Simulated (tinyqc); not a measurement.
Inside a calculation. Model: strained L valleys, repopulation and conductivity mass.

Numbers from tinyqc (`OMP_NUM_THREADS=1 python tinyqc.py 2530114 2530115 out.jsonl`; about 0.01 s on one thread of a shared Intel Xeon 2.30GHz). Printed values are rounded.

A cubic crystal with four conduction valleys along the <111> axes under uniaxial stress X along [111] (X > 0 is tension); current along [111]. Non-degenerate electrons, fixed total density, one relaxation time for all valleys and stresses, masses unchanged by strain, so the mobility goes as the mean inverse mass.

Inputs (values chosen for the exercise); values close to those of germanium:
- T = 250 K (temperature)
- s11 = 10.1 1/TPa (compliance)
- s12 = -2.61 1/TPa (compliance)
- s44 = 15.4 1/TPa (compliance)
- Xu = 16.1 eV (shear deformation potential)
- ml = 1.61 m0 (longitudinal mass)
- mt = 0.0826 m0 (transverse mass)
- X = -1300 MPa (uniaxial stress (tension positive))

Constants: q = 1.602176634e-19 C, kB = 1.380649e-23 J/K, Vt = kB T/q. Results are converted to the units shown.

## Strain tensor

Stress s_ij = X a_i a_j with a the unit vector along [111]; strain e_ii = s11 s_ii + s12 (s_jj + s_kk), e_ij = s44 s_ij/2.

strain (%):
```
            x           y           z
x  -0.2114667  -0.3336667  -0.3336667
y  -0.3336667  -0.2114667  -0.3336667
z  -0.3336667  -0.3336667  -0.2114667
```

## Valley shifts and shares

Valley shift dE = Xu (n.e.n - trace(e)/3) with n the valley axis; share f proportional to exp(-dE/Vt).

```
valley   dE (meV)    share f
[111]   -107.4407  0.9961313
[-111]    35.8136  0.0012896
[1-11]    35.8136  0.0012896
[11-1]    35.8136  0.0012896
```

The splitting is 143 meV, 6.6 Vt.

## Conductivity mass and mobility

Inverse mass along the current d = [111]: (n.d)^2/ml + (1 - (n.d)^2)/mt; mu/mu0 = sum f (1/m) over the plain mean of 1/m.

1/m along d, valley [111] to [11-1] (1/m0): 0.6211180  10.83038  10.83038  10.83038
conductivity mass = 1.513743 m0
unstrained value = 0.1208012 m0
mu/mu0 = 0.07980297

The possible range, all electrons in one kind of valley, is 0.0750 to 1.31.
